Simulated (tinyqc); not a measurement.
Inside a calculation. Method: UHF in the 3-21g basis, for H3-, spin multiplicity 1. The basis has no diffuse functions, so it cannot describe the extra electron: this is an exercise in the method, not the real anion. This run ends on a higher stationary point, not on the lowest solution. One step of it, computed by the program tinyqc.

Task: Orthogonalisation. S = U s U^T; symmetric (Loewdin) form X = U s^(-1/2) U^T, so that X^T S X = 1.

overlap S, lower triangle:
```
          1H 1s     1H 2s     2H 1s     2H 2s     3H 1s     3H 2s
1H 1s  1.000000
1H 2s  0.645899  1.000000
2H 1s  0.100346  0.294900  1.000000
2H 2s  0.294900  0.621916  0.645899  1.000000
3H 1s  0.100615  0.295182  0.100432  0.294990  1.000000
3H 2s  0.295182  0.622276  0.294990  0.622031  0.645899  1.000000
```

Give: eigenvalues of S; X.

Result:

eigenvalues of S: 0.2015  0.2016  0.3810  1.0756  1.0762  3.0640

X, lower triangle:
```
         1H 1s    1H 2s    2H 1s    2H 2s    3H 1s   3H 2s
1H 1s   1.2458
1H 2s  -0.4990   1.6124
2H 1s   0.0269   0.0080   1.2458
2H 2s   0.0080  -0.3600  -0.4990   1.6121
3H 1s   0.0268   0.0080   0.0269   0.0080   1.2458
3H 2s   0.0079  -0.3606   0.0079  -0.3602  -0.4990  1.6125
```
